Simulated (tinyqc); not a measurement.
Deformation potentials from a strained empirical pseudopotential: sweeps and comparisons. A value that a table varies takes the place of the one given here.

Diamond lattice, no spin-orbit coupling. Atomic form factor V(q) = a1 (q^2 - a2)/(a3 exp(a4 q^2) - 1) in rydberg with q in 1/bohr, for the unstrained cell. Under a strain e the reciprocal vectors and k go over into (1 + e)^(-1) G, the atoms sit at +/- tau with tau = (1 + e) a (1,1,1)/8 - zeta a (eyz, ezx, exy)/4, and H(G,G') = c |k + G|^2 delta + (V(q)/det(1 + e)) cos(q.tau), q = G - G', with the term q = 0 left out; c = hbar^2/2m0. The basis is fixed before straining: all G with |k + G|^2 up to 16 (2 pi/a)^2. k is given in units of 2 pi/a of the unstrained cell.

Constants: hbar^2/2m0 = 3.80998211 eV angstrom^2; Ry = 13.60569312 eV; a0 (Bohr radius) = 0.5291772105 angstrom.

Inputs chosen for the exercise (near those of Si; not measured data):

| symbol | value | unit | meaning |
|---|---|---|---|
| a | 5.423 | angstrom | lattice constant |
| A | (0.538, 2.208, 2.042, 0.488) |  | a1 (Ry bohr^2), a2 (1/bohr^2), a3, a4 (bohr^2) |
| h | 0.002 |  | size of the test strain |
| kD | 0.82 | 2 pi/a | position of the Delta minimum |
| a1 | 0.538 |  |  |
| a2 | 2.208 |  |  |
| a3 | 2.042 |  |  |
| a4 | 0.488 |  |  |

## The internal displacement

Xu of L (level 5, the lowest empty one) and d from exy = eyz = ezx = h for several zeta: Xu = [E(L [111]) - E(L [1-1-1])]/((8/3) h), d = (single valence level - pair)/(3 sqrt(3) h). zeta = 0 strains the bonds with the lattice; zeta = 1 keeps all four bond lengths equal to first order.

Results:

| zeta | Xu (L) (eV) | d (eV) |
|---|---|---|
| 0.00 | 10.84 | 0.90 |
| 0.25 | 11.29 | -1.45 |
| 0.50 | 11.75 | -3.79 |
| 0.60 | 11.94 | -4.73 |
| 0.75 | 12.22 | -6.13 |
| 1.00 | 12.70 | -8.47 |

From zeta = 0 to 1, d goes from 0.90 to -8.47 eV and Xu (L) from 10.84 to 12.70 eV, both nearly linearly: the displacement is an optical-phonon mode, and d = d(0) - zeta d0/4 gives its deformation potential d0 = 37 eV. Leaving the relaxation out (zeta = 0 for 0.5) moves d by +4.69 eV, which reverses its sign, and Xu (L) by -0.91 eV. Tetragonal strain has no such freedom.

## Size of the test strain

e = diag(-h/2, -h/2, h). Xu = [E(Delta z) - E(Delta x)]/(1.5 h) at fixed kD, b = [E(Z) - E(X, Y)]/(4.5 h); one-sided from +h alone, central from +h and -h.

Results (eV):

| h | Xu one-sided | Xu central | b one-sided | b central |
|---|---|---|---|---|
| 0.0010 | 7.978 | 7.983 | -3.329 | -3.325 |
| 0.0025 | 7.971 | 7.983 | -3.335 | -3.325 |
| 0.0050 | 7.959 | 7.983 | -3.345 | -3.325 |
| 0.0100 | 7.935 | 7.984 | -3.366 | -3.325 |
| 0.0200 | 7.889 | 7.989 | -3.406 | -3.326 |
| 0.0300 | 7.846 | 7.995 | -3.447 | -3.327 |

From h = 0.001 to 0.03 the one-sided Xu drifts by -0.132 eV and the central one by +0.012 eV; for b the drifts are -0.118 and -0.002 eV. The central difference cancels the term of second order in the strain, so its error goes as h^2. At h = 0.02 the linear law errs by 1.2 % for the valley splitting and 2.4 % for the valence splitting.

## What each parameter of the potential does

Gaps from the valence top to level 8 at Gamma and level 5 at (kD,0,0) and L, and their deformation potentials [E(+h) - E(-h)]/(3 ln((1 + h)/(1 - h))) for e = +/- h 1, h = 0.002. The row for the lattice constant keeps V(q) without the volume factor, so it is not a strain. Each row changes one parameter from the base and keeps the others.

Results:

| case | Gamma (eV) | Delta (eV) | L (eV) | potential Gamma (eV) | potential Delta (eV) | potential L (eV) |
|---|---|---|---|---|---|---|
| base | 4.069 | 1.218 | 2.049 | -8.90 | 2.66 | -1.93 |
| a = 5.369 angstrom | 4.195 | 0.916 | 1.945 | -8.59 | 2.97 | -1.75 |
| a1 = 0.533 | 4.027 | 1.150 | 1.999 | -8.82 | 2.67 | -1.91 |
| a2 = 2.186 | 4.186 | 1.142 | 2.052 | -8.83 | 2.71 | -1.89 |
| a3 = 2.022 | 4.116 | 1.312 | 2.115 | -8.99 | 2.66 | -1.93 |
| a4 = 0.493 | 3.974 | 1.130 | 1.972 | -8.73 | 2.74 | -1.85 |

The largest shifts from the base row, up to three for each result and ties (the steps differ in size, so this ranks the rows, not the parameters). Gamma (eV): a +0.125, a2 +0.117, a4 -0.095. Delta (eV): a -0.302, a3 +0.094, a4 -0.087. L (eV): a -0.104, a4 -0.077, a3 +0.065. potential Gamma (eV): a +0.31, a4 +0.17, a3 -0.09. potential Delta (eV): a +0.31, a4 +0.08, a2 +0.05; unchanged at the printed digits by a3. potential L (eV): a +0.18, a4 +0.08, a2 +0.04; unchanged at the printed digits by a3.

tinyqc: `OMP_NUM_THREADS=1 python tinyqc.py 1850439 1850440 out.jsonl`; about 0.2 s, one thread, shared Intel(R) Xeon(R) Processor @ 2.30GHz.
